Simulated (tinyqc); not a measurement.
# Scattering rates of a carrier in a spherical band by Fermi's golden rule, step by step

A worked calculation. Computed by tinyqc, a small Python program that keeps every step. Command: `OMP_NUM_THREADS=1 python tinyqc.py 3016754 3016755 out.jsonl scatter walk`. One thread of a shared host (Intel(R) Xeon(R) Processor @ 2.30GHz), about 0.01 s of CPU time with the checks. Intermediate numbers are printed to about 7 digits and carried at full precision; extremes and crossings named in words are read from the listed rows.

All processes here are isotropic or elastic, and the rate listed is the momentum relaxation rate.

Inputs (values chosen for the exercise, modelled on electrons in germanium): density-of-states mass of one valley m = 0.216 m_0; static permittivity eps_s = 16; density rho = 5323 kg/m^3; sound velocity v_l = 5260 m/s; acoustic deformation potential D_A = 10 eV; phonon energy hbar w = 30.5 meV; optical or intervalley deformation potential D_o = 4.7 1e8 eV/cm; final valleys Z_f = 3; ionised impurity density N_I = 4.9e+17 1/cm^3; temperature T = 100 K; carrier energy E = 39 meV; neutral impurity density N_n = 2.7e+15 1/cm^3.

Crystal: non-polar. Band: parabolic. Impurity formula: Brooks-Herring. Further scattering: neutral impurities.

Constants: m_0 = 9.1093837015e-31 kg; e = 1.602176634e-19 C; hbar = 1.054571817e-34 J s; k_B = 8.617333262e-05 eV/K; eps_0 = 8.8541878128e-12 F/m; k_B = 1.380649e-23 J/K; hbar = 6.582119569e-16 eV s.

## The band at energy E

Parabolic band: E = hbar^2 k^2/(2 m), speed v = hbar k/m, states per spin, volume and energy g(E) = m k/(2 pi^2 hbar^2). Masses are multiplied by m_0 and all formulas are in SI units.

wave number k = 0.4702163 1/nm

speed v = 252017.7 m/s

g(E) = 6.752565e+19 1/(eV cm^3)

## Phonon occupation and screening length

Phonon occupation N_q = 1/(exp(hbar w/(k_B T)) - 1). Debye screening by free carriers of density N_I: L_s = sqrt(eps_s eps_0 k_B T/(e^2 N_I)).

N_q = 0.02989940

screening length L_s = 3.943370 nm

Above the threshold emission is favoured over absorption by (N_q + 1)/N_q = exp(hbar w/k_B T) = 34.4, apart from the density of final states. Caution: the doping exceeds half the effective density of states of one valley, so Debye screening (where used) and free final states are rough assumptions.

## Acoustic phonons

Acoustic deformation potential (elastic, equipartition, absorption and emission together): 1/tau = 2 pi k_B T D_A^2 g(E)/(hbar rho v_l^2).

acoustic rate = 6.042800e+11 1/s

## Optical or intervalley phonons

Optical or intervalley deformation potential: 1/tau = (pi Z_f D_o^2/(rho w)) [N_q g(E + hbar w) + (N_q + 1) g(E - hbar w)], with g = 0 below the band edge.

absorption rate = 3.644836e+10 1/s

emission rate = 4.390636e+11 1/s

Emission is 12.0 times absorption here.

## Ionised impurities

Singly charged impurities, momentum relaxation: 1/tau = N_I e^4 m (1 + 2 alpha E) Phi/(8 pi (eps_s eps_0)^2 hbar^3 k^3), with alpha = 0 for a parabolic band. Brooks-Herring: Phi = ln(1 + b) - b/(1 + b), b = 4 k^2 L_s^2.

b = 13.75278

ionised-impurity rate = 1.817191e+12 1/s

## All rates at E

Neutral impurities (Erginsoy): 1/tau = 20 N_n a_B hbar/m, a_B = 4 pi eps_s eps_0 hbar^2/(m e^2). Rates add: 1/tau_m is the sum, and the mean free path is v tau_m.

Momentum relaxation rates:
```
process               rate (1/s)  share (%)
acoustic            6.042800e+11   20.07288
optical absorption  3.644836e+10   1.210736
optical emission    4.390636e+11   14.58475
ionised impurity    1.817191e+12   60.36316
neutral impurity    1.134474e+11   3.768478
```

momentum relaxation time tau_m = 332.1784 fs

mean free path = 83.71486 nm

The largest rate is ionised impurity (60 %), then acoustic (20 %). Caution: Erginsoy's formula holds for k a_B below about 0.5 and for dopants that stay neutral, which means low temperature; elsewhere it is only a rough constant rate.

## Rates against energy

The formulas are those given above.

Momentum relaxation rates (1e12/s) and the total time:
```
E (meV)  acoustic  optical absorption  optical emission  ionised impurity  neutral impurity  tau_m (fs)
3.1      0.170368          0.02534284          0.000000          9.975647         0.1134474     97.2308
7.6      0.266755          0.02698660          0.000000          6.900288         0.1134474    136.8461
15.0     0.374759          0.02949113          0.000000          4.321358         0.1134474    206.6519
27.0     0.502791          0.03315275          0.000000          2.597357         0.1134474    308.0004
34.0     0.564216          0.03511280          0.281742          2.082591         0.1134474    324.9803
46.0     0.656273          0.03823987          0.592903          1.535524         0.1134474    340.5544
67.0     0.792033          0.04317059          0.909839          1.029610         0.1134474    346.2484
110.0    1.014851          0.05182315          1.342770          0.590687         0.1134474    321.1739
180.0    1.298202          0.06343248          1.841359          0.331466         0.1134474    274.1298
300.0    1.675971          0.07948247          2.472278          0.178185         0.1134474    221.2700
```

The largest rate is ionised impurity from 3.10 to 67.0, optical emission from 110 to 300 meV. Crossing hbar w = 30.5 meV opens emission: tau_m goes from 308 to 325 fs between the two rows around it. The impurity rate goes between the last rows as E^-1.22, against the E^(-3/2) of unscreened Rutherford scattering; the acoustic rate follows g(E) and grows by a factor 9.84 over the table. At 3.1, 7.6 meV hbar/tau exceeds E/2, so the golden rule loses its meaning there. Erginsoy's formula holds for k a_B below about 0.5 and for dopants that stay neutral, which means low temperature; elsewhere it is only a rough constant rate.

Checks made by the program: Brooks-Herring rate against the angular integral of the screened Coulomb matrix element (relative difference below 1e-10).
